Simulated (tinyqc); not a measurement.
Nudged elastic band on a two-dimensional model surface: one step, computed by the program tinyqc. Command: `OMP_NUM_THREADS=1 python tinyqc.py 3023927 3023928 out.jsonl neb walk`. One thread of a shared host (Intel(R) Xeon(R) Processor @ 2.30GHz), about 0.1 s of CPU time with the checks.

V(x, y) = -A (cos kx + cos ky) - B cos kx cos ky + (C sin ky + S sin kx)(1 - cos kx), k = 2 pi/a; the atom hops from the minimum at (0, 0) to that at (a, 0).

Task: Stationary points. Newton steps x(new) = x - H^-1 grad V (moves limited to 0.3 angstrom) from (0, 0), (a, 0) and (a/2, 0) give the two minima and the saddle.

Inputs (values chosen for the exercise, for a model surface):

| quantity | value | unit |
|---|---|---|
| amplitude A | 0.18 | eV |
| amplitude B | -0.031 | eV |
| skew C | 0.072 | eV |
| asymmetry S | 0.024 | eV |
| period a | 2.7 | angstrom |

Surface: adatom on a square lattice. Climbing image: off.

Give: positions; energies; barrier from the start.

Result:

positions (angstrom):
```
            x       y
start   0.000   0.000
end     2.700   0.000
saddle  1.195  -0.253
```

energies (eV): start -0.3290, end -0.3290, saddle -0.0664

barrier from the start = 0.2626 eV
